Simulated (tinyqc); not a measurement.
Precursor delivery by bubblers, mass-transport growth and the solid composition of a III-V alloy. Changing the growth temperature T. Computed by tinyqc, a small Python program. Command: `OMP_NUM_THREADS=1 python tinyqc.py 3031674 3031675 out.jsonl movpe_thermo sweep`. One thread of a shared host (Intel(R) Xeon(R) Processor @ 2.30GHz), about 0.02 s of CPU time with the checks.

1 sccm = 44.615 micromol/min; 1 torr = 133.322 Pa. The sources decompose fully at the surface.

Inputs (values chosen for the exercise, modelled on trimethylgallium (source 1) and trimethylindium (source 2) for the vapour pressures): bath temperature T1 = 277 K; bath temperature T2 = 304 K; bubbler pressure p_b = 760 torr; carrier flow F1 = 35 sccm; carrier flow F2 = 230 sccm; total flow F_t = 3.2 slm; group-V flow F_V = 200 sccm; reactor pressure p = 760 torr; diffusivity at 273 K and 760 torr = 0.46 cm^2/s; flow cross-section A = 70 cm^2; distance from the leading edge z = 6.2 cm; lattice constant a = 5.86 angstrom; interaction L0 of the solid = 15.4 kJ/mol; log10 of p_B,eq over pure BC at 1000 K and 1 torr of group V (exaggerated: liquid indium has about -4.1) = -2 log10 torr; enthalpy of that equilibrium H = 393 kJ/mol.

Alloy: mixing on the group-III sites, with desorption of B.

constants a, b of source 1 (log10 torr, K): [8.098, 1703]

constants a, b of source 2 (log10 torr, K): [10.5, 3014]

Constants: k_B = 1.380649e-23 J/K; R = 8.314462618 J/(mol K).

Method:
- log10 p_v = a - b/T_bath; molar flow = F x 44.615 x p_v/(p_b - p_v) for a saturated bubbler.
- p_i = p n_i/(44615 F_t), F_t in slm; p_V = p F_V/(1000 F_t), counted per molecule supplied; V/III = 44.615 F_V/(n1 + n2); vapour fraction of source 2 = n2/(n1 + n2).
- Mean velocity u = (F_t/A)(760/p)(T/273); D = D0 (T/273)^1.75 (760/p); boundary layer delta = sqrt(pi D z/u); flux = D dp/(delta k_B T); growth rate = flux x a^3/4.
- A sticks fully. B desorbs: its surface pressure is p_B* = x gamma_B K/sqrt(p_V), ln gamma_B = L0 (1 - x)^2/(R T), K = 10^(log10 K at 1000 K) exp[-(H/R)(1/T - 1/1000)], p_V in torr. With equal diffusivities x = (p_2 - p_B*)/(p_1 + p_2 - p_B*). Growth rate = rate per torr x p_1/(1 - x).

One run for each value; columns: (1) growth temperature T (K); (2) solid fraction x; (3) growth rate (micrometre/h); (4) growth rate per torr of group III (micrometre/(h torr)):
```
(1)       (2)     (3)     (4)
800   0.20122  17.778  12.860
850   0.20122  18.187  13.156
900   0.20121  18.581  13.441
950   0.20117  18.961  13.716
1000  0.20067  19.317  13.983
1050  0.19630  19.567  14.241
1100  0.16673  19.204  14.491
1150  0.07011  17.498  14.735
```

What does the table show, and why?

Over the rows, solid fraction x falls from 0.201 to 0.0701; growth rate (micrometre/h) goes from 17.8 through a maximum among these rows, 19.6 at 1050, to 17.5; growth rate per torr of group III (micrometre/(h torr)) rises from 12.9 to 14.7 (exponent d ln y / d ln x about 0.38 throughout). The rate per torr depends on T only weakly, as T^(1.75 - 1 - 0.375); pyrolysis limits at low T are left out.

Caution (all rows): the boundary layer is a quarter or more of the root of the cross-section, so it fills much of the channel and depletion along the flow matters.

Extremes, crossings and ranges named in words are read from the listed rows.
